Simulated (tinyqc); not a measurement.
Which strain makes the gap direct: strain-driven crossing of the Gamma and L valleys in a germanium-like crystal.

Biaxial loads: e0 is the in-plane strain e_par and the normal is free. (001): e_perp = -2 (C12/C11) e_par; exx = eyy = e_par, ezz = e_perp, no shear. (111): e_perp = -(2 C11 + 4 C12 - 4 C44)/(C11 + 2 C12 + 4 C44) e_par; exx = eyy = ezz = (2 e_par + e_perp)/3 and exy = eyz = ezx = (e_perp - e_par)/3. (110): e_perp = -(C11 + 3 C12 - 2 C44)/(C11 + C12 + 2 C44) e_par; exx = eyy = (e_par + e_perp)/2, ezz = e_par, exy = (e_perp - e_par)/2, eyz = ezx = 0. Uniaxial loads: a stress along n, scaled so that n.e.n = e0, with exx = s11 sxx + s12 (syy + szz), exy = s44 sxy/2, s11 = (C11 + C12)/((C11 - C12)(C11 + 2 C12)), s12 = -C12/((C11 - C12)(C11 + 2 C12)), s44 = 1/C44.

Edges from the unstrained valence top: Gamma at Eg + ac tr(e); an L valley with unit axis u at EgL + aL tr(e) + XuL (u.e.u - tr(e)/3), u along [111], [1-1-1], [-11-1], [-1-11]; valence edges are the levels of the 6 x 6 matrix of X, Y, Z times spin with -Dso/3 + l exx + m (eyy + ezz) on the diagonal (cyclic), n exy off it, l = av + 2 b, m = av - b, n = sqrt(3) d. Spin-orbit term (Dso/3) L.sigma on X, Y, Z with (L_k)_ij = -i epsilon_kij: <X+|H|Y+> = -i Dso/3, <X+|H|Z-> = Dso/3, <Y+|H|Z-> = -i Dso/3, <Z+|H|X-> = -Dso/3, <Z+|H|Y-> = i Dso/3, <X-|H|Y-> = i Dso/3, and their conjugates; + and - are the spin along z.

Values chosen for the exercise (near those of Ge, gaps at low temperature; not measured data): Eg = 0.888 eV (gap at Gamma to the s-like level); EgL = 0.737 eV (gap to L); Dso = 0.286 eV (spin-orbit splitting); ac = -8.33 eV (conduction deformation potential); av = 1.25 eV (valence hydrostatic potential); b = -2.59 eV (tetragonal shear potential); d = -5.39 eV (trigonal shear potential); aL = -1.73 eV (hydrostatic potential of the L edge, Xd + Xu/3); XuL = 16.93 eV (uniaxial potential, L); C11 = 127.5 GPa; C12 = 49 GPa; C44 = 67.3 GPa.

For tension the difference Gamma minus lowest L is linear in e0; slope per 1 % and the e0 at which it vanishes (a dash: no crossing below 15 %), with the gap there.

Cases:
```
load
biaxial (001)
biaxial (110)
biaxial (111)
uniaxial [100]
uniaxial [111]
uniaxial [110]
```

Rank the cases by slope (meV per 1 %), lowest first.

Answer: biaxial (001), uniaxial [100], biaxial (110), uniaxial [111], uniaxial [110], biaxial (111).

Results:
```
load            slope (meV per 1 %)  crossing e0 (%)  gap at the crossing (eV)
biaxial (001)                 -81.3             1.86                     0.548
biaxial (110)                 -20.5             7.36                    -0.764
biaxial (111)                  46.6                -                         -
uniaxial [100]                -29.4             5.14                     0.499
uniaxial [111]                 -2.0                -                         -
uniaxial [110]                 17.3                -                         -
```

The smallest strain is needed for biaxial (001) (1.86 %), then uniaxial [100] (5.14 %). No crossing below 15 % is found for biaxial (111), uniaxial [111] and uniaxial [110]: shear splits the L valleys and pulls the lowest down nearly as fast as, or faster than, Gamma. Loads without off-diagonal strain, (001) and [100], gain (ac - aL) tr(e) = -66 meV per 1 % of volume. Crossings beyond about 3 % are sensitive to second-order terms, left out here. For uniaxial [111] the slope is a near cancellation, so terms beyond this linear model decide. A gap at or below zero marks a crossing beyond the range of this linear model.

tinyqc: `OMP_NUM_THREADS=1 python tinyqc.py 1050032 1050033 out.jsonl`; about 0.01 s, one thread, shared Intel(R) Xeon(R) Processor @ 2.30GHz.
